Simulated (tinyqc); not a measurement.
Threshold of a short bulk MOSFET: charge sharing, barrier lowering, narrow width: two steps of the calculation.

n-channel device on a p-type body, depletion approximation, full ionisation. Uniform doping N = Na. Vbi from Boltzmann statistics is rough for the degenerate source. Cox = eps0 eox/tox.

Values chosen for this exercise; band and dielectric values close to those of silicon: temperature T = 300 K; band gap Eg = 1.13 eV; relative permittivity eps_r = 11.6; conduction-band density of states at T Nc = 2.83e19 cm^-3; valence-band density of states at T Nv = 2.61e19 cm^-3; relative permittivity of the gate insulator (close to silicon dioxide) eox = 3.9; insulator thickness tox = 3.7 nm; channel doping Na = 1.7e18 cm^-3; source and drain doping Nsd = 1e20 cm^-3; flat-band voltage for the doping Na Vfb = -0.89 V; junction depth xj = 10 nm; body-source voltage Vbs = 0 V; drain-source voltage Vds = 0.05 V; gate width W = 160 nm; shape factor of the fringing depletion at the width edges xw = 0; channel length L = 92 nm.

Constants: q = 1.602176634e-19 C, kB = 1.380649e-23 J/K, Vt = kB T/q, eps0 = 8.8541878128e-14 F/cm where lengths are in cm. Results are converted to the units shown.

Question 1. Long-channel threshold and scales. ni = sqrt(Nc Nv) exp(-Eg/(2 Vt)), Eg in volts; 2 pB = 2 Vt ln(N/ni); flat band Vfb - Vt ln(N/Na); Wd = sqrt(2 eps0 eps_r (2 pB - Vbs)/(q N)); body term q N Wd/Cox; long-channel VT0 = flat band + 2 pB + body term; Vbi = Vt ln(N Nsd/ni^2); scale length l = sqrt((eps_r/eox) tox Wd).

Find: N; 2 pB; flat band; Wd; body term; VT0; Vbi; l.

Answer 1.

N = 1.700e18 cm^-3
2 pB = 0.9867 V
flat band = -0.8900 V
Wd = 27.28 nm
body term = 0.7961 V
VT0 = 0.8928 V
Vbi = 1.092 V
l = 17.33 nm

Question 2. Short-channel and narrow-width shifts. Charge sharing (trapezoid; it ignores Vds): F = (xj/L)(sqrt(1 + 2 Wd/xj) - 1), lowering = body term times F. Barrier lowering: th = exp(-L/(2 l)) + 2 exp(-L/l), lowering = th [2 (Vbi - 2 pB) + Vds], DIBL = th. Narrow width: rise = body term times xw Wd/W. VT by each model = VT0 - lowering + rise.

2 pB = 0.98668839 V
Wd = 27.279017 nm
body term = 0.79611611 V
VT0 = 0.89280450 V
Vbi = 1.0920234 V
l = 17.326542 nm

Wanted: F; lowering by charge sharing; th; lowering of the barrier; DIBL; narrow-width rise; VT, charge sharing; VT, barrier lowering.

Answer 2.

F = 0.16748
lowering by charge sharing = 133.33 mV
th = 0.080193
lowering of the barrier = 20.904 mV
DIBL = 80.193 mV/V
narrow-width rise = 0 mV
VT, charge sharing = 0.75947 V
VT, barrier lowering = 0.87190 V

L is 5.31 scale lengths. The charge-sharing lowering is 6.38 times the barrier lowering; the first falls off as 1/L and the second exponentially. Both describe the same loss of gate control, so they are alternatives and are not added.

Program tinyqc, `OMP_NUM_THREADS=1 python tinyqc.py 2002129 2002130 out.jsonl`; Intel Xeon 2.30GHz, shared host, one thread, about 0.01 s.
